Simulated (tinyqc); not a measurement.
# Worked calculation: resistance of a tapered via with liner, size effect and interface

tinyqc, about 0.01 s, one thread, Intel Xeon 2.30GHz (shared host): `OMP_NUM_THREADS=1 python tinyqc.py 2750146 2750147 out.jsonl` Printed values are rounded.

A round via whose diameter grows from db at the bottom as D(z) = db + 2 z/tan(ang). The fill, of diameter D - 2 tl, starts above the bottom liner (thickness fb tl) and has rho = rho0 (1 + ks lam/(D - 2 tl)); the sidewall liner conducts in parallel with it. The bottom liner and the interface are crossed over the full area pi db^2/4. Spreading in the lines above and below is left out.

Parameters, values chosen for the exercise; fill metal close to molybdenum: diameter at the bottom db = 20 nm; height hv = 44 nm; sidewall angle ang = 88 degrees; bulk resistivity of the fill rho0 = 5.39 uohm cm; mean free path of the fill lam = 11.2 nm; size-effect factor ks = 1.2; liner on the sidewall tl = 0.2 nm; liner at the bottom over that on the sidewall fb = 1; resistivity of the liner rl = 220 uohm cm; interface resistivity at the bottom ri = 1.3e-12 ohm cm^2; ballistic conductance per area, about 3/(4 rho0 lam) Sb = 1.3e15 S/m^2.

## Slices of the via

Slices between z0 = fb tl and hv, evaluated at their midpoints: conductance per length pi/4 [(D - 2 tl)^2/rho + (D^2 - (D - 2 tl)^2)/rl], slice resistance = slice height over that. 7 slices.

```
slice   z (nm)   D (nm)  rho (uohm cm)  slice resistance (ohm)
0      3.32857  20.2325        9.04268                 1.82853
1      9.58571  20.6695        8.96392                 1.73538
2      15.8429  21.1065        8.88850                 1.64899
3         22.1  21.5435        8.81619                 1.56873
4      28.3571  21.9805        8.74681                 1.49406
5      34.6143  22.4175        8.68018                 1.42446
6      40.8714  22.8545        8.61615                 1.35950
```

## Total resistance

R_fill = sum of the slices; R_bottom = rl fb tl/(pi db^2/4); R_interface = ri/(pi db^2/4); ballistic (Sharvin) limit 1/(Sb pi (db - 2 tl)^2/4); ideal cylinder rho0 hv/(pi db^2/4).

parts (ohm): fill 11.0597, bottom liner 1.40056, interface 0.413803
R = 12.8740 ohm
shares (%): fill 85.9068, bottom liner 10.8790, interface 3.2142
ballistic limit = 2.54950 ohm
ideal cylinder = 7.54904 ohm

The fill is the largest part, and R is 1.71 times the ideal cylinder. With 2000 slices R = 12.876 ohm.
